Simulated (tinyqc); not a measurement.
## MOSFET in the linear regime without short-channel effects, parameter extraction from computed curves: extraction methods against the body factor

Inversion charge Q = Cox n Vt W0(exp((Vg - VT)/(n Vt))), W0 the Lambert function and n = nf; u = Q/Cox; mobility mu = mu0/(1 + th1 u + th2 u^2); channel resistance Rch = (L - dL)/(W mu Q); Id = Vd/(Rch + Rsd/W). Cox = eps0 eox/tox. Small Vd, no channel-length or drain effects.

From the continuous curve Id(Vg): tangent at peak gm (V_ext = Vg - Id/gm); constant current Id = 0.1 uA W/L; peak of d2Id/dVg2; Y = Id/sqrt(gm) drawn through Vg = VT + 0.6 and VT + 0.8 V, with intercept VT_Y and slope s. Mobilities gm,max L/(W Cox Vd) and s^2 L/(W Cox Vd) with the drawn L. Last column: share of Rsd/W in the total resistance at VT + 0.8 V.

Parameters, values chosen for the exercise; channel values of the order met in silicon transistors:
- T = 300 K (temperature)
- eox = 7.51 (relative permittivity of the gate insulator (close to silicon nitride))
- tox = 2.9 nm (insulator thickness)
- mu0 = 270 cm^2/(V s) (low-field mobility)
- th1 = 0.34 1/V (first mobility attenuation factor)
- th2 = 0.26 1/V^2 (second mobility attenuation factor)
- VT = 0.31 V (threshold voltage)
- W = 1 um (gate width)
- L = 0.76 um (drawn gate length)
- dL = 0.013 um (drawn less effective length)
- Rsd = 180 ohm um (source plus drain resistance)
- Vd = 0.01 V (drain voltage)

Constants: q = 1.602176634e-19 C, kB = 1.380649e-23 J/K, Vt = kB T/q, eps0 = 8.8541878128e-14 F/cm where lengths are in cm. Results are converted to the units shown.

Extraction methods against the body factor:

| nf | V_ext (V) | constant current (V) | second derivative (V) | VT_Y (V) | mobility from gm (cm^2/(V s)) | mobility from Y (cm^2/(V s)) | series share (%) |
|---|---|---|---|---|---|---|---|
| 1 | 0.315 | 0.314 | 0.303 | 0.418 | 200 | 349 | 7.19 |
| 1.1 | 0.314 | 0.310 | 0.302 | 0.418 | 197 | 344 | 7.16 |
| 1.2 | 0.312 | 0.305 | 0.301 | 0.418 | 194 | 340 | 7.12 |
| 1.3 | 0.311 | 0.301 | 0.300 | 0.418 | 192 | 335 | 7.09 |
| 1.4 | 0.310 | 0.296 | 0.299 | 0.417 | 189 | 331 | 7.06 |
| 1.5 | 0.308 | 0.292 | 0.298 | 0.417 | 187 | 326 | 7.03 |
| 1.6 | 0.306 | 0.287 | 0.296 | 0.416 | 184 | 322 | 7.01 |
| 1.7 | 0.304 | 0.282 | 0.295 | 0.415 | 182 | 318 | 6.98 |

The model has VT = 0.31 V and mu0 = 270 cm^2/(V s). Over the table the extracted thresholds move by 10 mV (tangent), 32 mV (constant current), 7.5 mV (second derivative), 2.4 mV (Y function). The mobility from gm falls from 200 to 182 and that from Y falls from 349 to 318 cm^2/(V s).

Program tinyqc, `OMP_NUM_THREADS=1 python tinyqc.py 2210160 2210161 out.jsonl`; Intel Xeon 2.30GHz, shared host, one thread, about 0.01 s.
